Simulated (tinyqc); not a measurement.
Inside a calculation. Method: MP2 on RHF in the sto-3g basis, frozen core, for BeH2, spin multiplicity 1. Computed by tinyqc, a small Python program that keeps every step (integrals from PySCF). Settings: charge = 0, multiplicity = 1, basis = sto-3g, method = RHF, frozen orbitals = 1, energy threshold = 1e-10, iteration cap = 70, orthogonalisation = symmetric, start = Wolfsberg-Helmholz matrix, DIIS depth = 6. Command: `OMP_NUM_THREADS=1 python tinyqc.py 22567 22568 out.jsonl` (the two numbers bound the seeds that draw the settings). One thread of a shared host (Intel(R) Xeon(R) Processor @ 2.60GHz), about 0.1 s of CPU time with the checks. The early iterations of the SCF are left out here.

## One-electron integrals

Geometry (angstrom):
```
atom         x          y         z
Be    0.000000   0.000000  0.000000
H     0.000000   1.344000  0.076000
H     0.000000  -1.344000  0.076000
```

Basis sto-3g: exponents (1/bohr^2) and contraction coefficients of normalised primitives:
```
element  l (shell)   exponent  coefficient
Be           s (1)  30.167871     0.154329
Be           s (1)   5.495115     0.535328
Be           s (1)   1.487193     0.444635
Be           s (2)   1.314833    -0.099967
Be           s (2)   0.305539     0.399513
Be           s (2)   0.099371     0.700115
Be           p (3)   1.314833     0.155916
Be           p (3)   0.305539     0.607684
Be           p (3)   0.099371     0.391957
H            s (1)   3.425251     0.154329
H            s (1)   0.623914     0.535328
H            s (1)   0.168855     0.444635
```

Overlap, kinetic and nuclear-attraction integrals over the contracted functions; the nuclear repulsion is the sum of Za Zb / Rab.

nuclear repulsion = 3.34170686 hartree

overlap S, lower triangle:
```
           1Be 1s    1Be 2s   1Be 2px    1Be 2py   1Be 2pz     2H 1s     3H 1s
1Be 1s   1.000000
1Be 2s   0.259517  1.000000
1Be 2px  0.000000  0.000000  1.000000
1Be 2py  0.000000  0.000000  0.000000   1.000000
1Be 2pz  0.000000  0.000000  0.000000   0.000000  1.000000
2H 1s    0.068550  0.457479  0.000000   0.523329  0.029593  1.000000
3H 1s    0.068550  0.457479  0.000000  -0.523329  0.029593  0.034507  1.000000
```

kinetic energy T (hartree), lower triangle:
```
            1Be 1s    1Be 2s   1Be 2px    1Be 2py   1Be 2pz      2H 1s     3H 1s
1Be 1s    6.693975
1Be 2s   -0.033012  0.211111
1Be 2px   0.000000  0.000000  0.660592
1Be 2py   0.000000  0.000000  0.000000   0.660592
1Be 2pz   0.000000  0.000000  0.000000   0.000000  0.660592
2H 1s    -0.016304  0.068164  0.000000   0.191567  0.010833   0.760032
3H 1s    -0.016304  0.068164  0.000000  -0.191567  0.010833  -0.009310  0.760032
```

nuclear attraction V (hartree), lower triangle:
```
             1Be 1s     1Be 2s    1Be 2px    1Be 2py    1Be 2pz      2H 1s      3H 1s
1Be 1s   -15.347302
1Be 2s    -2.103280  -3.049200
1Be 2px    0.000000   0.000000  -2.953631
1Be 2py    0.000000   0.000000   0.000000  -3.184708
1Be 2pz   -0.002014  -0.016676   0.000000   0.000000  -2.954370
2H 1s     -0.554873  -1.353694   0.000000  -1.514331  -0.087570  -2.983754
3H 1s     -0.554873  -1.353694   0.000000   1.514331  -0.087570  -0.119225  -2.983754
```

core Hamiltonian H = T + V (hartree), lower triangle:
```
            1Be 1s     1Be 2s    1Be 2px    1Be 2py    1Be 2pz      2H 1s      3H 1s
1Be 1s   -8.653327
1Be 2s   -2.136292  -2.838089
1Be 2px   0.000000   0.000000  -2.293039
1Be 2py   0.000000   0.000000   0.000000  -2.524117
1Be 2pz  -0.002014  -0.016676   0.000000   0.000000  -2.293778
2H 1s    -0.571176  -1.285530   0.000000  -1.322764  -0.076738  -2.223722
3H 1s    -0.571176  -1.285530   0.000000   1.322764  -0.076738  -0.128535  -2.223722
```

## Two-electron integrals

Functions are numbered as in S; the eight-fold symmetry (ij|kl) = (ji|kl) = (kl|ij) leaves the list below.

Two-electron integrals (ij|kl) in chemists' order, unique and non-zero (hartree):
```
(11|11) 2.298831    (21|11) 0.392036    (21|21) 0.079539    (22|11) 0.570988
(22|21) 0.143041    (22|22) 0.417683    (31|31) 0.014607    (32|31) 0.021888
(32|32) 0.092265    (33|11) 0.569578    (33|21) 0.143083    (33|22) 0.417589
(33|33) 0.449859    (41|41) 0.014607    (42|41) 0.021888    (42|42) 0.092265
(43|43) 0.024249    (44|11) 0.569578    (44|21) 0.143083    (44|22) 0.417589
(44|33) 0.401360    (44|44) 0.449859    (51|51) 0.014607    (52|51) 0.021888
(52|52) 0.092265    (53|53) 0.024249    (54|54) 0.024249    (55|11) 0.569578
(55|21) 0.143083    (55|22) 0.417589    (55|33) 0.401360    (55|44) 0.401360
(55|55) 0.449859    (61|11) 0.102528    (61|21) 0.020782    (61|22) 0.037637
(61|33) 0.037362    (61|41) 0.001864    (61|42) 0.003480    (61|44) 0.038205
(61|51) 0.000105    (61|52) 0.000197    (61|54) 0.000048    (61|55) 0.037365
(61|61) 0.005702    (62|11) 0.224815    (62|21) 0.057015    (62|22) 0.178458
(62|33) 0.171984    (62|41) 0.007490    (62|42) 0.043878    (62|44) 0.191184
(62|51) 0.000424    (62|52) 0.002481    (62|54) 0.001086    (62|55) 0.172046
(62|61) 0.016457    (62|62) 0.108956    (63|31) 0.005531    (63|32) 0.025111
(63|43) 0.007826    (63|53) 0.000443    (63|63) 0.010724    (64|11) 0.232563
(64|21) 0.059751    (64|22) 0.196282    (64|33) 0.184675    (64|41) 0.012282
(64|42) 0.068661    (64|44) 0.219235    (64|51) 0.000382    (64|52) 0.002463
(64|54) 0.001512    (64|55) 0.184736    (64|61) 0.018127    (64|62) 0.136959
(64|64) 0.178955    (65|11) 0.013151    (65|21) 0.003379    (65|22) 0.011099
(65|33) 0.010443    (65|41) 0.000382    (65|42) 0.002463    (65|44) 0.011512
(65|51) 0.005553    (65|52) 0.025250    (65|54) 0.007886    (65|55) 0.011331
(65|61) 0.001025    (65|62) 0.007745    (65|64) 0.009513    (65|65) 0.011262
(66|11) 0.389510    (66|21) 0.100631    (66|22) 0.350774    (66|33) 0.325297
(66|41) 0.016366    (66|42) 0.120523    (66|44) 0.401201    (66|51) 0.000925
(66|52) 0.006815    (66|54) 0.004292    (66|55) 0.325540    (66|61) 0.029992
(66|62) 0.266168    (66|64) 0.356778    (66|65) 0.020175    (66|66) 0.774606
(71|11) 0.102528    (71|21) 0.020782    (71|22) 0.037637    (71|33) 0.037362
(71|41) -0.001864   (71|42) -0.003480   (71|44) 0.038205    (71|51) 0.000105
(71|52) 0.000197    (71|54) -0.000048   (71|55) 0.037365    (71|61) 0.005196
(71|62) 0.013886    (71|64) 0.013948    (71|65) 0.000869    (71|66) 0.024097
(71|71) 0.005702    (72|11) 0.224815    (72|21) 0.057015    (72|22) 0.178458
(72|33) 0.171984    (72|41) -0.007490   (72|42) -0.043878   (72|44) 0.191184
(72|51) 0.000424    (72|52) 0.002481    (72|54) -0.001086   (72|55) 0.172046
(72|61) 0.013886    (72|62) 0.059424    (72|64) 0.058901    (72|65) 0.004159
(72|66) 0.108063    (72|71) 0.016457    (72|72) 0.108956    (73|31) 0.005531
(73|32) 0.025111    (73|43) -0.007826   (73|53) 0.000443    (73|63) 0.004778
(73|73) 0.010724    (74|11) -0.232563   (74|21) -0.059751   (74|22) -0.196282
(74|33) -0.184675   (74|41) 0.012282    (74|42) 0.068661    (74|44) -0.219235
(74|51) -0.000382   (74|52) -0.002463   (74|54) 0.001512    (74|55) -0.184736
(74|61) -0.013948   (74|62) -0.058901   (74|64) -0.055514   (74|65) -0.004054
(74|66) -0.104865   (74|71) -0.018127   (74|72) -0.136959   (74|74) 0.178955
(75|11) 0.013151    (75|21) 0.003379    (75|22) 0.011099    (75|33) 0.010443
(75|41) -0.000382   (75|42) -0.002463   (75|44) 0.011512    (75|51) 0.005553
(75|52) 0.025250    (75|54) -0.007886   (75|55) 0.011331    (75|61) 0.000869
(75|62) 0.004159    (75|64) 0.004054    (75|65) 0.005062    (75|66) 0.007760
(75|71) 0.001025    (75|72) 0.007745    (75|74) -0.009513   (75|75) 0.011262
(76|11) 0.021838    (76|21) 0.005398    (76|22) 0.015175    (76|33) 0.014926
(76|44) 0.015652    (76|51) 0.000078    (76|52) 0.000370    (76|55) 0.014940
(76|61) 0.001427    (76|62) 0.006666    (76|64) 0.007453    (76|65) 0.000517
(76|66) 0.013480    (76|71) 0.001427    (76|72) 0.006666    (76|74) -0.007453
(76|75) 0.000517    (76|76) 0.000563    (77|11) 0.389510    (77|21) 0.100631
(77|22) 0.350774    (77|33) 0.325297    (77|41) -0.016366   (77|42) -0.120523
(77|44) 0.401201    (77|51) 0.000925    (77|52) 0.006815    (77|54) -0.004292
(77|55) 0.325540    (77|61) 0.024097    (77|62) 0.108063    (77|64) 0.104865
(77|65) 0.007760    (77|66) 0.196824    (77|71) 0.029992    (77|72) 0.266168
(77|74) -0.356778   (77|75) 0.020175    (77|76) 0.013480    (77|77) 0.774606
```

## Orthogonalisation

S = U s U^T; symmetric (Loewdin) form X = U s^(-1/2) U^T, so that X^T S X = 1.

eigenvalues of S: 0.242447  0.345772  0.934694  1.000000  1.003679  1.723046  1.750362

X, lower triangle:
```
            1Be 1s     1Be 2s   1Be 2px    1Be 2py    1Be 2pz      2H 1s     3H 1s
1Be 1s    1.028396
1Be 2s   -0.153193   1.257779
1Be 2px   0.000000   0.000000  1.000000
1Be 2py   0.000000   0.000000  0.000000   1.381578
1Be 2pz  -0.001114   0.014671  0.000000   0.000000   1.000931
2H 1s     0.018072  -0.313597  0.000000  -0.448571  -0.019970   1.306511
3H 1s     0.018072  -0.313597  0.000000   0.448571  -0.019970  -0.104644  1.306511
```

## Iteration 7 (converged): orbitals

converged F (hartree), lower triangle:
```
            1Be 1s     1Be 2s   1Be 2px    1Be 2py    1Be 2pz      2H 1s      3H 1s
1Be 1s   -4.516922
1Be 2s   -1.288001  -0.630784
1Be 2px   0.000000   0.000000  0.212182
1Be 2py   0.000000   0.000000  0.000000  -0.232792
1Be 2pz   0.001274  -0.013172  0.000000   0.000000   0.211202
2H 1s    -0.350124  -0.414237  0.000000  -0.333041  -0.015136  -0.310024
3H 1s    -0.350124  -0.414237  0.000000   0.333041  -0.015136  -0.048098  -0.310024
```

Diagonalise F' = X^T F X, C = X C', fill 3 alpha and 3 beta electrons from the bottom; D = 2 C_occ C_occ^T. Each column has its largest component positive (the first on a tie).

F' = X^T F X (hartree), lower triangle:
```
           1          2         3          4          5          6         7
1  -4.407739
2  -0.689854  -0.091885
3   0.000000   0.000000  0.212182
4   0.000000   0.000000  0.000000   0.275839
5   0.001387   0.005868  0.000000   0.000000   0.212486
6  -0.055131  -0.334227  0.000000  -0.473260  -0.019254   0.104125
7  -0.055131  -0.334227  0.000000   0.473260  -0.019254  -0.123869  0.104125
```

orbital energies (hartree): MO1 -4.520367, MO2 -0.454883, MO3 -0.417802, MO4 0.210701, MO5 0.212182, MO6 0.457667, MO7 0.921635

coefficients C:
```
               MO1        MO2        MO3        MO4       MO5        MO6        MO7
1Be 1s    0.991755  -0.223159   0.000000   0.024966  0.000000  -0.218447   0.000000
1Be 2s    0.031782   0.560056   0.000000  -0.112532  0.000000   1.214513   0.000000
1Be 2px   0.000000   0.000000   0.000000   0.000000  1.000000   0.000000   0.000000
1Be 2py   0.000000   0.000000   0.502804   0.000000  0.000000   0.000000   1.434705
1Be 2pz  -0.000032   0.013482   0.000000   0.993690  0.000000   0.123593   0.000000
2H 1s    -0.002926   0.393895   0.406598   0.047083  0.000000  -0.814820  -1.015665
3H 1s    -0.002926   0.393895  -0.406598   0.047083  0.000000  -0.814820   1.015665
```

D after iteration 7, lower triangle:
```
            1Be 1s    1Be 2s   1Be 2px    1Be 2py   1Be 2pz      2H 1s     3H 1s
1Be 1s    2.066756
1Be 2s   -0.186923  0.629345
1Be 2px   0.000000  0.000000  0.000000
1Be 2py   0.000000  0.000000  0.000000   0.505623
1Be 2pz  -0.006080  0.015100  0.000000   0.000000  0.000364
2H 1s    -0.181606  0.441020  0.000000   0.408878  0.010621   0.640967
3H 1s    -0.181606  0.441020  0.000000  -0.408878  0.010621  -0.020320  0.640967
```

## Convergence

Stop when the energy changes by less than 1e-10 hartree and every element of the error matrix X^T (F D S - S D F) X is below 3e-06.

Course of the cycle:
```
iteration   E (hartree)     change  largest element of the error matrix
1          -15.54466530          -                             1.27e-01
2          -15.55820912  -1.35e-02                             1.45e-02
3          -15.55850292  -2.94e-04                             1.39e-03
4          -15.55851061  -7.69e-06                             1.19e-04
5          -15.55851066  -4.45e-08                             6.14e-06
6          -15.55851066  -1.28e-10                             2.47e-07
7          -15.55851066  -8.53e-14                             2.09e-09
```

PySCF RHF in the same basis = -15.55851066 hartree

Converged in 7 iterations.

## Integrals over molecular orbitals

(pq|rs) = sum C_ip C_jq C_kr C_ls (ij|kl), one index at a time.

one-electron integrals over orbitals h = C^T H C (hartree), lower triangle:
```
           1          2          3          4          5          6          7
1  -8.641694
2   0.223621  -2.452890
3   0.000000   0.000000  -2.412582
4  -0.026681   0.003542   0.000000  -2.290853
5   0.000000   0.000000   0.000000   0.000000  -2.293039
6   0.193487  -0.179081   0.000000  -0.027305   0.000000  -1.916157
7   0.000000   0.000000  -0.282594   0.000000   0.000000   0.000000  -1.808252
```

Two-electron integrals over orbitals (pq|rs), unique and non-zero (hartree); the lowest 1 orbital is frozen and left out:
```
(22|22) 0.397045    (32|32) 0.163975    (33|22) 0.410154    (33|33) 0.433260
(42|22) 0.005779    (42|33) 0.005590    (42|42) 0.049205    (43|32) 0.006202
(43|43) 0.014870    (44|22) 0.367407    (44|33) 0.354891    (44|42) -0.013199
(44|44) 0.450979    (52|52) 0.049234    (53|53) 0.014496    (54|52) -0.004703
(54|54) 0.024644    (55|22) 0.368074    (55|33) 0.355110    (55|42) -0.003940
(55|44) 0.401144    (55|55) 0.449859    (62|22) -0.023427   (62|33) -0.046669
(62|42) -0.001469   (62|44) 0.051983    (62|55) 0.053328    (62|62) 0.078023
(63|32) -0.094195   (63|43) -0.005083   (63|63) 0.083261    (64|22) 0.002193
(64|33) -0.001179   (64|42) 0.045541    (64|44) -0.003327   (64|55) 0.002995
(64|62) 0.010589    (64|64) 0.049136    (65|52) 0.047150    (65|54) -0.003273
(65|65) 0.050492    (66|22) 0.396393    (66|33) 0.406934    (66|42) 0.013611
(66|44) 0.364749    (66|55) 0.366726    (66|62) -0.032769   (66|64) 0.008831
(66|66) 0.413131    (72|32) -0.043961   (72|43) -0.005947   (72|63) 0.061005
(72|72) 0.056584    (73|22) -0.005504   (73|33) -0.020753   (73|42) -0.008585
(73|44) 0.060083    (73|55) 0.060025    (73|62) 0.072890    (73|64) 0.003764
(73|66) -0.026045   (73|73) 0.082823    (74|32) -0.014587   (74|43) 0.013223
(74|63) 0.008599    (74|72) 0.002210    (74|74) 0.018031    (75|53) 0.013719
(75|75) 0.016567    (76|32) 0.141726    (76|43) 0.007046    (76|63) -0.094402
(76|72) -0.055076   (76|74) -0.012574   (76|76) 0.138932    (77|22) 0.425834
(77|33) 0.444479    (77|42) 0.001135    (77|44) 0.390578    (77|55) 0.390073
(77|62) -0.035097   (77|64) -0.003762   (77|66) 0.433620    (77|73) -0.009597
(77|77) 0.485845
```

## Second-order Moller-Plesset energy

Hartree-Fock energy = -15.55851066 hartree

E2 = sum_ijab (ia|jb) [2 (ia|jb) - (ib|ja)] / (e_i + e_j - e_a - e_b) over occupied i, j and virtual a, b; the opposite-spin part is (ia|jb)^2 / denominator, the rest is same-spin, and SCS-MP2 scales them by 6/5 and 1/3.

Terms:
```
i  j  a  b    (ia|jb)    (ib|ja)  denominator       term
3  3  6  6   0.083261   0.083261    -1.750937  -0.003959
2  2  6  6   0.078023   0.078023    -1.825099  -0.003335
3  2  7  6   0.072890   0.061005    -2.251987  -0.002744
2  3  6  7   0.072890   0.061005    -2.251987  -0.002744
3  3  7  7   0.082823   0.082823    -2.678874  -0.002561
2  2  4  4   0.049205   0.049205    -1.331167  -0.001819
2  2  5  5   0.049234   0.049234    -1.334130  -0.001817
3  2  6  7   0.061005   0.072890    -2.251987  -0.001331
2  3  7  6   0.061005   0.072890    -2.251987  -0.001331
2  2  7  7   0.056584   0.056584    -2.753036  -0.001163
3  3  4  4   0.014870   0.014870    -1.257006  -0.000176
3  3  5  5   0.014496   0.014496    -1.259968  -0.000167
3  2  7  4  -0.008585  -0.005947    -2.005021  -0.000048
2  3  4  7  -0.008585  -0.005947    -2.005021  -0.000048
3  3  4  6  -0.005083  -0.005083    -1.503972  -0.000017
3  3  6  4  -0.005083  -0.005083    -1.503972  -0.000017
3  2  4  7  -0.005947  -0.008585    -2.005021  -0.000010
2  3  7  4  -0.005947  -0.008585    -2.005021  -0.000010
2  2  4  6  -0.001469  -0.001469    -1.578133  -1.37e-06
2  2  6  4  -0.001469  -0.001469    -1.578133  -1.37e-06
```

Pair energies (hartree; pair i-j sums ij and ji):
```
pair  opposite spin  same spin
2-2       -0.008137          0
3-2       -0.008132  -0.000132
3-3       -0.006897   0.000000
```

MP2 correlation energy = -0.02329867 hartree

SCS-MP2 correlation energy = -0.02784368 hartree

MP2 total energy = -15.58180933 hartree
